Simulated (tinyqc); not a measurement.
# Read current of a NAND string, cells in series solved by shooting: effects of single changes

Cells in series, numbered from 0 at the source line (0 V) to the bit line, each followed by a gap resistance Rg. A cell with gate Vg, threshold VT, source Vs and drain Vd passes I = 2 nf K Vt^2 [F(Vs) - F(Vd)]/(1 + th max(Vg - VT, 0)), F(V) = ln^2(1 + exp((Vg - VT - nf V)/(2 nf Vt))). The selected cell has Vg = Vr, the others Vg = Vp.

Values chosen for this exercise; values of the order met in vertical NAND strings: temperature T = 300 K; gain factor of a cell K = 7.9 uA/V^2; slope factor nf = 1.9; mobility reduction factor th = 0.08 1/V; resistance of the gap between cells Rg = 4.4 kohm; bit-line voltage Vbl = 0.5 V; pass voltage Vp = 6.3 V; threshold of an erased cell Ve = -1.7 V; threshold of the highest state Vh = 3.4 V; threshold of the selected cell Vx = 1 V; sensing current Is = 50 nA; read voltage on the selected word line Vr = 2.52 V.

Constants: q = 1.602176634e-19 C, kB = 1.380649e-23 J/K, Vt = kB T/q. Results are converted to the units shown.

Each table varies one quantity; the others keep the values above.

## Read current against the number of cells

For a trial current I start at 0 V and, cell by cell, solve for the drain: sqrt(F(Vd)) = sqrt(F(Vs) - I/k), k = 2 nf K Vt^2/(1 + th max(Vg - VT, 0)), Vd = [Vg - VT - 2 nf Vt ln(exp(sqrt F) - 1)]/nf, then add I Rg. The string current is the I for which the last node reaches Vbl. The apparent threshold is the Vr at which I = Is. Background: all other cells erased (VT = Ve) or all in the highest state (VT = Vh); ratio and shift are high over erased and high minus erased. The selected cell is in the middle, cell n/2.

Results:
```
n	I, others erased (uA)	I, others high (uA)	ratio	apparent VT, erased (V)	apparent VT, high (V)	background shift (mV)
8	1.363	0.8045	0.5903	1.145	1.156	10.73
32	0.4418	0.2204	0.4988	1.180	1.224	43.80
64	0.2320	0.1119	0.4822	1.227	1.317	90.13
96	0.1573	0.07497	0.4766	1.274	1.414	140.0
128	0.1190	0.05637	0.4738	1.321	1.546	225.1
```

Estimate the missing row, n = 16.

Computed row:
```
n	I, others erased (uA)	I, others high (uA)	ratio	apparent VT, erased (V)	apparent VT, high (V)	background shift (mV)
16	0.8052	0.4274	0.5308	1.157	1.178	21.60
```

With this row back in the table: With erased neighbours the current falls from 1.36 to 0.119 uA, as n^(-0.76) between the first two rows and n^(-0.97) between the last two (-1 once the series resistance rules). The ratio falls from 0.590 to 0.474 and the background shift rises from 10.7 to 225 mV.

## Effect of the pass voltage

Same model as above.

The string has 64 cells and the selected one is cell 32.

Effect of the pass voltage:
```
Vp (V)	I, others erased (uA)	I, others high (uA)	ratio	apparent VT, erased (V)	apparent VT, high (V)	background shift (mV)
5	0.2097	0.05933	0.2829	1.236	1.468	231.8
5.5	0.2188	0.08126	0.3714	1.232	1.376	143.6
6	0.2272	0.1010	0.4444	1.229	1.334	105.5
6.5	0.2351	0.1188	0.5053	1.226	1.308	81.84
7	0.2426	0.1350	0.5566	1.223	1.289	65.79
7.5	0.2495	0.1498	0.6003	1.220	1.275	54.27
```

As Vp goes from 5 to 7.5 V, the current with erased neighbours rises from 0.210 to 0.250 uA, that with high neighbours rises from 0.0593 to 0.150 uA and the ratio rises from 0.283 to 0.600. The background shift falls from 232 to 54.3 mV. A higher pass voltage also disturbs erased cells more, which this model leaves out.

Computed by the program tinyqc: `OMP_NUM_THREADS=1 python tinyqc.py 2142037 2142038 out.jsonl`, one thread of a shared Intel Xeon 2.30GHz, about 0.5 s for the whole run.
